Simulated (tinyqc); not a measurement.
Four methods from the same start: geometry relaxation of a small cluster. Computed by tinyqc, a small Python program. Command: `OMP_NUM_THREADS=1 python tinyqc.py 3024615 3024616 out.jsonl relax walk`. One thread of a shared host (Intel(R) Xeon(R) Processor @ 2.30GHz), about 0.02 s of CPU time with the checks.

E = sum_i {sum_j A exp(-p (r_ij/r0 - 1)) - xi sqrt(rho_i)}, rho_i = sum_j exp(-2 q (r_ij/r0 - 1)); the force on i is -sum_j w_ij (R_i - R_j)/r_ij with w_ij = -(2p/r0) A exp(-p (r_ij/r0 - 1)) + (xi q/r0) exp(-2 q (r_ij/r0 - 1)) (rho_i^(-1/2) + rho_j^(-1/2)).

Inputs (values chosen for the exercise, for model atoms):
```
quantity                 value           unit
length r0                 3.08       angstrom
repulsion A               0.14             eV
hopping xi                1.76             eV
decay p                   11.4              -
decay q                   3.14              -
step factor eta          0.034  angstrom^2/eV
largest number of steps    500              -
```

Potential: Gupta. Method: FIRE.

starting positions (angstrom):
```
           x      y     z
atom 1  0.06   0.29  0.07
atom 2     3  -0.03  0.15
atom 3  1.37   2.62     0
```

Method:
- FIRE with unit mass: if F.v > 0, v = (1 - a) v + a |v| F/|F|, and after more than 5 such steps in a row dt = min(1.1 dt, 5 dt0), a = 0.99 a; else v = 0, a = 0.1, and dt = dt/2 (not at the first step). Then v = v + dt F, R(new) = R + dt v. dt0 = sqrt(eta), a = 0.1 at first.
- No atom moves more than 0.3 angstrom a step (the whole step is scaled). Stop when the largest force component is below 1e-5 eV/angstrom.
- Hessian at the final positions by central differences of the forces; six eigenvalues vanish (translations and rotations). Steepest descent is stable for eta below 2/lambda_max and contracts the softest mode by 1 - eta lambda_min a step.
- Steepest descent: R(new) = R + eta F.
- Conjugate gradient (Polak-Ribiere): d = F + beta d(old), beta = max(0, F.(F - F(old))/|F(old)|^2), d = F at first; step length from one secant, s = eta (F.d)/(F.d - F(R + eta d).d), replaced by eta if that is not positive; R(new) = R + s d.
- BFGS: R(new) = R + B F with the inverse Hessian B = eta 1 at first; with s = R(new) - R, y = F - F(new), rho = 1/(y.s): B(new) = (1 - rho s y^T) B (1 - rho y s^T) + rho s s^T, skipped if y.s is not positive.
- In this comparison each method may take up to 1500 steps.

contraction of the softest mode = 0.651277

non-zero eigenvalues (eV/angstrom^2): 10.2566  10.2567  28.6942

condition number = 2.79764

Cost:
```
method              steps  force calls  final E (eV)  calls to reach 1e-2
steepest descent       30           31       -7.6043                   15
conjugate gradient     87          175       -7.6043                   75
BFGS                   12           13       -7.6043                   10
FIRE                   89           90       -7.6043                   37
```

What follows from these numbers?

In force calls the order is BFGS (13), steepest descent (31), FIRE (90), conjugate gradient (175). All that converged end at the same energy. Near the minimum steepest descent multiplies the slowest mode by 0.651 in size a step, 5 steps a decade of force, at a condition number of 2.8. On this problem it beats FIRE and conjugate gradient in force calls.

Extremes, crossings and ranges named in words are read from the listed rows.
